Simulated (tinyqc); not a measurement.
Inside a calculation. Model: permeation of metal atoms or ions through a thin barrier or dielectric: time lag, field-aided drift and lifetime. Computed by tinyqc, a small Python program that keeps every step. Command: `OMP_NUM_THREADS=1 python tinyqc.py 3009307 3009308 out.jsonl barrier walk`. One thread of a shared host (Intel(R) Xeon(R) Processor @ 2.30GHz), about 0.01 s of CPU time with the checks. Intermediate numbers are printed to about 7 digits and carried at full precision; extremes and crossings named in words are read from the listed rows.

The film 0 < x < d is empty at first; C = C0 at x = 0 and C = 0 at x = d. dC/dt = D d2C/dx2 - v dC/dx with drift v = D z e V/(k_B T d) (uniform field, no space charge).

Inputs (values chosen for the exercise, for a model case: singly charged ions through a dielectric):

| quantity | value | unit |
|---|---|---|
| thickness d | 51 | nm |
| prefactor D0 | 5.6e-09 | cm^2/s |
| activation energy E | 0.762 | eV |
| concentration at the source side C0 | 1.5e+14 | 1/cm^3 |
| charge number z | 1 | - |
| voltage V (positive drives ions across) | 0.42 | V |
| critical dose Q_c | 1e+09 | 1/cm^2 |
| test temperature T | 300 | C |
| use temperature T_u | 85 | C |
| time in units of d^2/D, s | 0.13 | - |

Constants: k_B = 8.617333262e-05 eV/K.

## Scales

D = D0 exp(-E/(k_B T)); time scale d^2/D; Peclet number P = z V/(k_B T), k_B T in eV; 1 nm = 1e-7 cm. Temperatures in kelvin are T(C) + 273.15.

diffusivity D = 1.116423e-15 cm^2/s

time scale d^2/D = 23297.63 s

Peclet number P = 8.503703

## Steady flux and time lag

Steady flux J = (D C0/d) P/(1 - exp(-P)); time lag in units of d^2/D: s_L = [P (1 + exp(-P))/(1 - exp(-P)) - 2]/P^2 (P = 0: J = D C0/d, s_L = 1/6).

flux relative to D C0/d = 8.505428

steady flux J = 279283.9 1/(cm^2 s)

time lag s_L = 0.08998595

time lag = 2096.459 s

Drift rules: J tends to v C0 and the lag to the transit time d/v.

## Dose at time s

Dose through the film Q(s) = C0 d {f (s - s_L) - 2 exp(P/2) sum_(n=1..200) (-1)^n n^2 pi^2 exp(-l_n s)/l_n^2}, l_n = n^2 pi^2 + P^2/4, f = P/(1 - exp(-P)) the relative flux.

Q/(C0 d) = 0.3863091

dose Q = 2.955265e+08 1/cm^2

time = 3028.692 s

## Time to the critical dose

Solve Q = Q_c for s. At the use temperature D and P take T_u, with the same C0 and V; 1 year = 3.15576e7 s.

s at the critical dose = 0.2434434

failure time at T = 5671.654 s

failure time at T_u = 1.233157 years

Failure comes within a few time lags. Caution: grain boundaries, pinholes, trapping and space charge are left out; thin real barriers usually fail at defects.

## Approach to the steady line

Short-time form for P = 0: Q/(C0 d) = 4 sqrt(s) ierfc(1/(2 sqrt(s))), ierfc(y) = exp(-y^2)/sqrt(pi) - y erfc(y).

Q/(C0 d):

| s | series | steady line f (s - s_L) | series without field | short-time form, no field |
|---|---|---|---|---|
| 0.03 | 2.176598e-04 | -0.510206 | 4.841923e-06 | 4.841923e-06 |
| 0.05 | 9.673520e-03 | -0.340098 | 2.693421e-04 | 2.693421e-04 |
| 0.08 | 8.827451e-02 | -0.084935 | 3.206619e-03 | 3.206619e-03 |
| 0.12 | 3.156504e-01 | 0.255282 | 1.488727e-02 | 1.488727e-02 |
| 0.20 | 9.423321e-01 | 0.935716 | 6.146375e-02 | 6.146323e-02 |
| 0.30 | 1.786665e+00 | 1.786259 | 1.438244e-01 | 1.437858e-01 |
| 0.50 | 3.487346e+00 | 3.487345 | 3.347907e-01 | 3.332619e-01 |
| 0.80 | 6.038973e+00 | 6.038973 | 6.334088e-01 | 6.183799e-01 |
| 1.20 | 9.441144e+00 | 9.441144 | 1.033335e+00 | 9.700224e-01 |

The dose lies above the steady line at all times and, among these rows, is within 1 % of it from s = 0.2 on (the lag is s_L = 0.090); for a known P the intercept of that line gives D and its slope D C0. The field changes the dose by a factor 45.0 in the first row and 9.14 in the last; at short times the factor tends to exp(P/2) = 70.2.

Checks made by the program: series against a 300-cell finite-difference solution (relative difference 9e-06).
